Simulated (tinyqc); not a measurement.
Oxide trap near a transistor channel: two-state multiphonon kinetics, telegraph noise and bias instability. Inputs raised by 5 %, one at a time. Computed by tinyqc, a small Python program. Command: `OMP_NUM_THREADS=1 python tinyqc.py 3010386 3010387 out.jsonl oxidetrap sens`. One thread of a shared host (Intel(R) Xeon(R) Processor @ 2.30GHz), about 0.02 s of CPU time with the checks.

An n-channel device under positive gate bias. The trap is empty (state 1) or holds an electron (state 2); both states are parabolas of equal curvature, and the electron reservoir is taken at the Fermi level of the channel.

Inputs (values chosen for the exercise, with an insulator like HfO2 on silicon):
```
quantity,value,unit
insulator constant eps_ox,20.4,-
insulator thickness t_ox,7.8,nm
trap depth x from the interface,1.9,nm
tunnel barrier phi_b,1.43,eV
tunnelling mass m_ox,0.22,m_0
trap level above E_F at zero field E_t,0.7,eV
relaxation energy E_R,2.7,eV
oxide field F,2.8,MV/cm
attempt rate k_0 at the interface,7e+11,1/s
temperature T,300,K
channel width W,350,nm
channel length L,28,nm
frequency f,200,Hz
stress time t_s,30,s
mean capture barrier mu_c,1.2,eV
spread of the barriers s_c,0.31,eV
saturation shift dV_max,170,mV
```

Parts treated: one trap and an ensemble.

Constants: hbar^2/(2 m_0) = 3.80998212 eV angstrom^2; k_B = 8.617333262e-05 eV/K; e = 1.602176634e-19 C; eps_0 = 8.8541878128e-12 F/m.

Method:
- kappa = sqrt(2 m_ox phi_b)/hbar = sqrt(m_ox phi_b/(hbar^2/2m_0)); attenuation length lambda = 1/(2 kappa); factor exp(-x/lambda) for a rectangular barrier.
- E_21 = E_t - e F x is the energy of state 2 over state 1; barriers E_c = (E_R + E_21)^2/(4 E_R), E_e = E_c - E_21; tau_c = exp(E_c/k_B T)/(k_0 P), tau_e = exp(E_e/k_B T)/(k_0 P), P the tunnelling factor; occupation f_2 = tau_e/(tau_c + tau_e); 1/tau_0 = 1/tau_c + 1/tau_e.
- Charge-sheet step dV = e (t_ox - x)/(eps_ox eps_0 W L); Lorentzian spectrum S(f) = 4 dV^2 tau_0^2/((tau_c + tau_e)(1 + (2 pi f tau_0)^2)); corner 1/(2 pi tau_0); variance dV^2 f_2 (1 - f_2) = dV^2 tau_0/(tau_c + tau_e).
- From the zero-field occupation f(0), f(t) = f_2 + (f(0) - f_2) exp(-t/tau_0) under the field; after t_s the field is removed and f relaxes with the zero-field constants.
- For a normal spread of capture barriers (given for the stress field, with depth and field not resolved, k_0 being taken as the effective rate of the ensemble), traps with barrier below k_B T ln(k_0 t) are filled: dV(t) = (dV_max/2) erfc((mu_c - k_B T ln(k_0 t))/(sqrt(2) s_c)); local exponent n = d ln dV/d ln t (central difference, factor 1.01 in t).

Runs:
```
input moved,from,to,capture time tau_c (s),corner frequency (Hz),shift after t_s (mV),half-time of recovery (s)
base run,-,-,4.9171e+05,2.1530e-04,16.086,0.09119
trap level above E_F at zero field E_t (eV),0.7,0.735,1.0137e+06,4.0397e-04,16.086,0.05547
oxide field F (MV/cm),2.8,2.94,2.8541e+05,1.3292e-04,16.086,0.09119
temperature T (K),300,315,1.2090e+05,6.4291e-04,20.064,0.04610
tunnelling mass m_ox (m_0),0.22,0.231,6.4390e+05,1.6441e-04,16.086,0.11941
channel width W (nm),350,367.5,4.9171e+05,2.1530e-04,16.086,0.09119
mean capture barrier mu_c (eV),1.2,1.26,4.9171e+05,2.1530e-04,11.218,0.09119
spread of the barriers s_c (eV),0.31,0.3255,4.9171e+05,2.1530e-04,17.951,0.09119
```

Exponents ln(y'/y) / ln(x'/x):
```
input,capture time tau_c,corner frequency,shift after t_s,half-time of recovery
trap level above E_F at zero field E_t,14.828,12.898,0.000,-10.187
oxide field F,-11.149,-9.885,0.000,0.000
temperature T,-28.753,22.422,4.530,-13.983
tunnelling mass m_ox,5.527,-5.527,0.000,5.527
channel width W,0.000,0.000,0.000,0.000
mean capture barrier mu_c,0.000,0.000,-7.388,0.000
spread of the barriers s_c,0.000,0.000,2.249,0.000
```

To which inputs is each result most sensitive?

Among the inputs moved here: capture time tau_c answers most in size to temperature T (exponent -28.753), next to trap level above E_F at zero field E_t (+14.828); its exponent is below 0.0005 for channel width W, mean capture barrier mu_c, spread of the barriers s_c. Corner frequency answers most in size to temperature T (exponent +22.422), next to trap level above E_F at zero field E_t (+12.898); its exponent is below 0.0005 for channel width W, mean capture barrier mu_c, spread of the barriers s_c. Shift after t_s answers most in size to mean capture barrier mu_c (exponent -7.388), next to temperature T (+4.530); its exponent is below 0.0005 for trap level above E_F at zero field E_t, oxide field F, tunnelling mass m_ox, channel width W. half-time of recovery answers most in size to temperature T (exponent -13.983), next to trap level above E_F at zero field E_t (-10.187); its exponent is below 0.0005 for oxide field F, channel width W, mean capture barrier mu_c, spread of the barriers s_c.

Caution (all rows): a field 1.5 times as high comes near the usual breakdown field of such an insulator. Caution (all rows): the field lowers the tunnel barrier appreciably over the trap depth, so the rectangular barrier understates the rate.
